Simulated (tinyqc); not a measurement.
Two-mode optical phonons of a ternary alloy from two coupled oscillators: one step, computed by the program tinyqc. Command: `OMP_NUM_THREADS=1 python tinyqc.py 3027197 3027198 out.jsonl twomode walk`. One thread of a shared host (Intel(R) Xeon(R) Processor @ 2.30GHz), about 0.01 s of CPU time with the checks.

An alloy A(x)B(1-x)C has an A-C and a B-C bond oscillator. Each TO frequency moves linearly from the impurity mode (dilute end) to the TO of the pure crystal; each strength is proportional to the number of bonds.

Task: Share of the polar coupling. eps(omega) = eps_inf + W_1/(omega_1^2 - omega^2) + W_2/(omega_2^2 - omega^2) = 0 is the eigenproblem of the matrix [[omega_1^2 + W_1/eps_inf, sqrt(W_1 W_2)/eps_inf], [sqrt(W_1 W_2)/eps_inf, omega_2^2 + W_2/eps_inf]] for omega_LO^2. The polar coupling of mode j is c_j = (u_j . sqrt(W))^2/(eps_inf^2 omega_j^2), u_j its eigenvector and omega_j here its LO frequency; the c_j add up to 1/eps_inf - 1/eps_s. Froehlich constant alpha_j = (e^2/(4 pi eps_0)) c_j k_j/(2 E_j), E_j = h c omega_j, k_j = sqrt(m* E_j/(hbar^2/(2 m_0))).

Inputs (values chosen for the exercise, modelled on Al(x)Ga(1-x)As, with A-C the AlAs-like and B-C the GaAs-like bond): electron mass m* = 0.079 m_0.

omega_1 (A-C, TO) = 358.876 1/cm

omega_2 (B-C, TO) = 264.399 1/cm

eps_inf = 10.4189

W_1 = 47041.59 1/cm^2

W_2 = 138631.6 1/cm^2

Constants: e^2/(4 pi eps_0) = 14.39964548 eV angstrom; hbar^2/(2 m_0) = 3.80998212 eV angstrom^2; 1 THz = 33.35640952 1/cm; h x 1 THz = 4.135667696 meV.

Give: c_j, lower and upper mode; share of the upper mode; alpha_j, lower and upper mode.

Result:

c_j, lower and upper mode: 0.012656  0.0049980

share of the upper mode = 0.28311

alpha_j, lower and upper mode: 0.069627  0.024301
